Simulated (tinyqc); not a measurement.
Rigid-ion and shell models of the dielectric response of an ionic crystal: one step, computed by the program tinyqc.

Charges +Z and -Z; 6 nearest neighbours, Madelung constant M = 1.747565, volume per ion pair Omega = 2.000000 d^3. Energy per pair U = -M Z^2 e2/d + 6 A exp(-d/rho), e2 = e^2/(4 pi eps_0). In the shell model the anion is a core of charge Y - Z and a massless shell of charge -Y, joined by the spring k; the repulsion acts on the shell. Each ion feels the Lorentz field E + (4 pi/3) P (Gaussian units).

Question. Shell model: lattice response. mu lambda_TO = R' - (4 pi e2/(3 Omega)) Z_S^2/(1 - b); mu lambda_LO = mu lambda_TO + 4 pi e2 Z*^2/(eps_inf Omega); eps_s = eps_inf lambda_LO/lambda_TO. lambda in eV/(angstrom^2 u) gives the wavenumber 15.6333042 x 33.35640952 x sqrt(lambda); mu is the reduced mass.

Inputs (values chosen for the exercise, for a model crystal): cation mass = 62.5 u; anion mass = 16 u.

Structure: rock salt.

anion polarisability alpha_- = 2.067305 angstrom^3

Szigeti charge Z_S = 0.7610047 e

softened spring R' = 4.629545 eV/angstrom^2

b = 0.3097759

eps_inf = 2.346414

Born charge Z* = 1.102547 e

volume Omega = 28.69781 angstrom^3

Constants: e^2/(4 pi eps_0) = 14.39964548 eV angstrom; nu for 1 eV/(angstrom^2 u) = 15.6333042 THz; 1 THz = 33.35640952 1/cm.

Give: mu lambda_TO; omega_TO; omega_LO; eps_s; share of R' left after the dipole term.

Answer.

mu lambda_TO = 2.866 eV/angstrom^2

omega_TO = 247.3 1/cm

omega_LO = 361.8 1/cm

eps_s = 5.021

share of R' left after the dipole term = 0.6191

The dipole field cancels 38 % of the short-range spring.
